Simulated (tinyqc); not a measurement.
Heavy doping: gap narrowing, degeneracy and the minority density: one step. Degeneracy of the majority band.

F_j(eta) = (1/Gamma(j + 1)) integral_0^infinity x^j dx/(1 + exp(x - eta)), which tends to exp(eta) for eta << 0.

Majority: N = Nv F_1/2(eta), eta the distance of EF beyond the majority band edge in kT. Degeneracy factor gam = F_1/2(eta)/exp(eta). ni0^2 = Nc Nv exp(-Eg/kT); product n p = ni0^2 gam exp(dEg/kT), dEg the true narrowing; apparent narrowing dEa = dEg + kT ln gam; minority density = n p/N.

Inputs chosen for the exercise (out of a larger set: gap and densities of states near those of InP at this temperature; narrowing constants of the size fitted for Si, not for this material; not measured data): N = 1.7e+18 1/cm^3 (ionised acceptors, equal to the majority density); Nv = 1.21e+19 1/cm^3 (valence-band density of states).

Task: Solve for eta and form gam.

Give: N/Nv; eta; gam.

Result:

N/Nv = 0.1405
eta = -1.9130
gam = 0.9516

Computed by tinyqc, a small Python program: `OMP_NUM_THREADS=1 python tinyqc.py 1680848 1680849 out.jsonl` (the numbers bound the seed that draws the inputs); one thread of a shared host (Intel(R) Xeon(R) Processor @ 2.30GHz), about 0.01 s for the whole set of steps.
